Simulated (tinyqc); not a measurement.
Weak link from the transmission.

Question. An infinite chain has hopping -t with t = 1 eV and site energy 0; E = -2 t cos(k) with E = 0.92 eV. One bond has the hopping -y t with 0 < y < 1, so T(E) = 4 y^2 sin^2 k/[(1 - y^2)^2 + 4 y^2 sin^2 k]. Find y and the hopping y t.

T(E) = 0.59972899

Answer. With b = |sin k| sqrt(1/T(E) - 1), (1 - y^2)/(2 y) = b, whose root below 1 is sqrt(b^2 + 1) - b.

y = 0.5100
y t = 0.5100 eV

Program tinyqc, `OMP_NUM_THREADS=1 python tinyqc.py 2660010 2660011 out.jsonl`; Intel Xeon 2.30GHz, shared host, one thread, about 0.01 s.
